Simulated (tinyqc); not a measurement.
What moves the results: heavy doping: gap narrowing, degeneracy and the minority density. A value that a table varies takes the place of the one given here.

F_j(eta) = (1/Gamma(j + 1)) integral_0^infinity x^j dx/(1 + exp(x - eta)), which tends to exp(eta) for eta << 0.

Empirical narrowing (Slotboom form, constants chosen for the exercise; published fits of this form give the apparent narrowing, here it is taken as the true one): dEg = E0 [ln(N/N0) + sqrt(ln(N/N0)^2 + C)].

Majority: N = Nc F_1/2(eta), eta the distance of EF beyond the majority band edge in kT. Degeneracy factor gam = F_1/2(eta)/exp(eta). ni0^2 = Nc Nv exp(-Eg/kT); product n p = ni0^2 gam exp(dEg/kT), dEg the true narrowing; apparent narrowing dEa = dEg + kT ln gam; minority density = n p/N.

Bipolar transistor with N as emitter doping: beta = K (N/NB) exp((dEa_B + dG - dEa_E)/kT), dEa_E = dEg(N) + kT ln gam, dEa_B = dEg(NB). For the sweep in T, Nc is scaled as (T/T0)^(3/2) from its value at T0 = T.

Constants: kB = 8.617333262e-05 eV/K.

Values chosen for the exercise (gap and densities of states near those of Si at this temperature; narrowing constants near the fits for Si; not measured data): Eg = 1.084 eV (gap); Nc = 5e+19 1/cm^3 (conduction-band density of states); Nv = 2.06e+19 1/cm^3 (valence-band density of states); T = 450 K; E0 = 7.73 meV (narrowing scale); N0 = 1.1e+17 1/cm^3 (onset density); C = 0.5 (smoothing constant); N = 9e+18 1/cm^3 (ionised donors, equal to the majority density); NB = 1e+18 1/cm^3 (base doping); K = 4.3 (ratio (D_B W_E)/(D_E W_B)); dG = 0 meV (extra narrowing of the base by alloying).

## Narrowing against degeneracy

N takes the values listed; the last column is N over the factor gam exp(dEg/kT), the doping that a simple model would need to give the same minority density.

Results:

| N (1/cm^3) | eta | gam | dEg (meV) | dEa (meV) | minority (1/cm^3) | effective doping (1/cm^3) |
|---|---|---|---|---|---|---|
| 2.0e+17 | -5.52 | 0.999 | 11.8 | 11.7 | 5.04e+09 | 1.48e+17 |
| 5.0e+17 | -4.60 | 0.996 | 24.6 | 24.5 | 2.80e+09 | 2.66e+17 |
| 2.0e+18 | -3.20 | 0.986 | 45.5 | 44.9 | 1.19e+09 | 6.28e+17 |
| 5.0e+18 | -2.27 | 0.965 | 59.5 | 58.1 | 6.68e+08 | 1.12e+18 |
| 2.0e+19 | -0.78 | 0.869 | 80.8 | 75.4 | 2.60e+08 | 2.86e+18 |
| 5.0e+19 | 0.35 | 0.706 | 94.9 | 81.4 | 1.22e+08 | 6.13e+18 |
| 2.0e+20 | 2.73 | 0.261 | 116.3 | 64.2 | 1.95e+07 | 3.82e+19 |
| 4.0e+20 | 4.65 | 0.0763 | 127.0 | 27.2 | 3.76e+06 | 1.98e+20 |
| 1.0e+21 | 8.81 | 0.00297 | 141.1 | -84.5 | 8.44e+04 | 8.83e+21 |

dEg grows steadily to 141.1 meV, while the apparent value peaks at 81.4 meV for N = 5e+19 and falls to -84.5 meV as the Fermi level enters the band (a negative value is not met in measurements: parabolic bands with a fixed mass overstate the filling). N grows by a factor 25 from the third to the sixth row and the effective doping by 9.8.

## Current gain against temperature

Gain:

| T (K) | beta | beta with dG = 0 | without narrowing |
|---|---|---|---|
| 150 | 4.00 | 4.00 | 38.7 |
| 200 | 6.84 | 6.84 | 38.7 |
| 250 | 9.50 | 9.50 | 38.7 |
| 300 | 11.9 | 11.9 | 38.7 |
| 350 | 14.0 | 14.0 | 38.7 |
| 400 | 15.8 | 15.8 | 38.7 |
| 450 | 17.4 | 17.4 | 38.7 |

dEa_B + dG - dEa_E at T0 = -31.1 meV

beta is 4 at 150 K and 17.4 at 450 K, since the net exponent is negative: the emitter has the larger apparent narrowing. At 300 K narrowing and degeneracy change the gain by a factor 0.307.

## What moves the minority density and the gain

All results formed anew. Each row changes one parameter from the base and keeps the others.

Results:

| case | dEg (meV) | dEa (meV) | minority (1/cm^3) | beta |
|---|---|---|---|---|
| base | 68.53 | 66.07 | 4.55e+08 | 17.4 |
| N = 1.8e+19 1/cm^3 | 79.19 | 74.28 | 2.81e+08 | 28.1 |
| E0 = 9.276 meV | 82.24 | 79.77 | 6.48e+08 | 14.6 |
| N0 = 2.2e+17 1/cm^3 | 57.89 | 55.43 | 3.46e+08 | 17.5 |
| Eg = 1.104 eV | 68.53 | 66.07 | 2.72e+08 | 17.4 |
| Nc = 6.5e+19 1/cm^3 | 68.53 | 66.63 | 6.01e+08 | 17.1 |
| NB = 2e+18 1/cm^3 | 68.53 | 66.07 | 4.55e+08 | 11.4 |

The largest shifts from the base row, up to three for each result and ties (the steps differ in size, so this ranks the rows, not the parameters). dEg (meV): E0 +13.71, N +10.66, N0 -10.64; unchanged at the printed digits by Eg, Nc and NB. dEa (meV): E0 +13.71, N0 -10.64, N +8.21; unchanged at the printed digits by Eg and NB. minority (1/cm^3): E0 +1.93e+08, Eg -1.83e+08, N -1.74e+08; unchanged at the printed digits by NB. beta: N +10.7, NB -5.97, E0 -2.76; unchanged at the printed digits by Eg.

Computed by tinyqc, a small Python program: `OMP_NUM_THREADS=1 python tinyqc.py 1650153 1650154 out.jsonl` (the numbers bound the seed that draws the inputs); one thread of a shared host (Intel(R) Xeon(R) Processor @ 2.30GHz), about 0.01 s for the whole set of steps.
